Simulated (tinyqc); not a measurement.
Thin film between two gates, subbands and threshold shift from confinement: two steps of the calculation.

Undoped body with a flat potential across it, hard walls, transport along x. Three valley pairs (g = 2 each) with the longitudinal mass along x, y or z. Non-parabolicity enters the subband edges through E (1 + al E) = gamma, so E = 2 gamma/(1 + sqrt(1 + 4 al gamma)); motion within a subband is taken as parabolic with the band-edge mass. Energies are counted from the bulk band edge.

Inputs (values chosen for the exercise); masses close to those of silicon:
```
symbol,value,unit,meaning
T,200,K,temperature
ml,0.911,m0,longitudinal mass
mt,0.193,m0,transverse mass
al,0.5,1/eV,non-parabolicity
t,9.1,nm,film thickness (along z)
dl,0,nm,widening of the box by penetration into the insulator
```

Constants: q = 1.602176634e-19 C, kB = 1.380649e-23 J/K, hbar = 1.054571817e-34 J s, m0 = 9.1093837015e-31 kg, Vt = kB T/q, hbar^2/(2 m0) = 0.0380998212 eV nm^2. Results are converted to the units shown.

Question 1. Lowest subbands. gamma = C (pi k/(t + dl))^2/mz, C = hbar^2/(2 m0). List the 6 lowest, labelled by valley axis and quantum numbers, with degeneracy g and N_k: N_k = g sqrt(mx my) m0 kB T/(pi hbar^2).

Give: E_k; g; N_k.

Answer 1.

```
subband   E_k (eV)  g  N_k (cm^-2)
z1       0.0049721  2    2.7790e12
z2        0.019743  2    2.7790e12
x1        0.023257  2    6.0376e12
y1        0.023257  2    6.0376e12
z3        0.043897  2    2.7790e12
z4        0.076803  2    2.7790e12
```

Question 2. Threshold shift. Each subband has N_k = g sqrt(mx my) m0 kB T/(pi hbar^2); without degeneracy n = exp(EF/Vt) sum N_k exp(-E_k/Vt). Classical value Nc times t, Nc = sum over valleys of 2 g (m m0 kB T/(2 pi hbar^2))^1.5 with m = (mx my mz)^(1/3). Threshold shift dVT = Vt ln(classical value/sum N_k exp(-E_k/Vt)). Use the subbands listed.

```
subband      E_k (eV)   N_k (cm^-2)
z1       0.0049721380  2.7789926e12
z2        0.019743101  2.7789926e12
x1        0.023257415  6.0376498e12
y1        0.023257415  6.0376498e12
z3        0.043897018  2.7789926e12
z4        0.076802661  2.7789926e12
```

Wanted: shares; sum N_k exp(-E_k/Vt); Nc; classical value; dVT.

Answer 2.

shares, subband z1 to z4 (%): 32.80  13.92  24.67  24.67  3.43  0.51
sum N_k exp(-E_k/Vt) = 6.348e12 cm^-2
Nc = 1.510e19 cm^-3
classical value = 1.374e13 cm^-2
dVT = 13.31 mV

Computed by the program tinyqc: `OMP_NUM_THREADS=1 python tinyqc.py 2350065 2350066 out.jsonl`, one thread of a shared Intel Xeon 2.30GHz, about 0.06 s for the whole run.
